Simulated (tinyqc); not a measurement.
# Schottky diode by thermionic emission with image-force lowering and series resistance: two studies

Metal on an n-type semiconductor with one parabolic valley; V > 0 is forward bias (metal positive). I = I0 [exp(Vj/(n Vt)) - 1] with Vj = V - I Rs; I0 = S A* T^2 exp(-(phi - dphi)/Vt), the lowering dphi taken at zero bias.

Parameters, values chosen for the exercise; band and dielectric values close to those of indium phosphide:
- T = 300 K (temperature)
- me = 0.0812 m0 (electron mass)
- eps_r = 12.4 (relative permittivity)
- phi = 0.56 eV (barrier height seen from the metal)
- Nd = 4.2e16 cm^-3 (donor density)
- S = 1.4e-5 cm^2 (area)

Constants: q = 1.602176634e-19 C, kB = 1.380649e-23 J/K, h = 6.62607015e-34 J s, m0 = 9.1093837015e-31 kg, Vt = kB T/q, eps0 = 8.8541878128e-14 F/cm where lengths are in cm. Results are converted to the units shown.

Each table varies one quantity; the others keep the values above.

## Soft saturation in reverse bias

A* = 4 pi q me m0 kB^2/h^3 (times 1e-4 for A/(cm^2 K^2)); Nc = 2 (2 pi me m0 kB T/h^2)^1.5 (times 1e-6 for cm^-3); xi = Vt ln(Nc/Nd), Vbi = phi - xi; surface field Em = sqrt(2 q Nd (Vbi - V - Vt)/(eps0 eps_r)); dphi = sqrt(q Em/(4 pi eps0 eps_r)). Here dphi follows the bias, J = -A* T^2 exp(-(phi - dphi(V))/Vt) [1 - exp(V/Vt)], without Rs.

Results:
```
V (V)  Em (kV/cm)  dphi (meV)  J (A/cm^2)
-0.2       90.371      32.395  -0.0012024
-0.5       108.83      35.550  -0.0013591
-1         134.06      39.457  -0.0015808
-4         233.98      52.126  -0.0025805
-7         302.52      59.271  -0.0034020
-10        358.18      64.494  -0.0041636
-15        435.41      71.108  -0.0053774
```

Estimate the missing row, V = -2 V.

Computed row:
```
V (V)  Em (kV/cm)  dphi (meV)  J (A/cm^2)
-2         173.87      44.934  -0.0019538
```

With this row back in the table: dphi rises from 32.4 to 71.1 meV, as the square root of the field, and |J| grows by a factor of 4.47: the reverse current does not saturate. Tunnelling and generation are left out.

## Effect of the doping on the lowering

Same model as above.

Here V = 0 in Em.

Effect of the doping on the lowering:
```
Nd (cm^-3)  Vbi (V)  Em (kV/cm)  dphi (meV)     I0 (A)
1.4e14      0.34465      3.6091      6.4739  6.1788e-9
4.2e14      0.37305      6.5237      8.7039  6.7355e-9
1.3e15      0.40226      11.950      11.780  7.5866e-9
3.9e15      0.43066      21.466      15.788  8.8589e-9
1.2e16      0.45971      38.981      21.276  1.0954e-8
3.6e16      0.48812      69.692      28.448  1.4456e-8
1.1e17      0.51699      125.57      38.186  2.1069e-8
```

dphi rises from 6.47 to 38.2 meV, as Nd^(0.27) (1/4 at fixed Vbi), and I0 grows by a factor of 3.41. Emission limits the current only if the drift velocity at the surface is well above A* T^2/(q Nc) = 9.44e6 cm/s; with a mobility of 4950 cm^2/(V s) it is less than three times that in 1 of the rows, where I0 is overstated.

Computed by the program tinyqc: `OMP_NUM_THREADS=1 python tinyqc.py 2640035 2640036 out.jsonl`, one thread of a shared Intel Xeon 2.30GHz, about 0.01 s for the whole run.
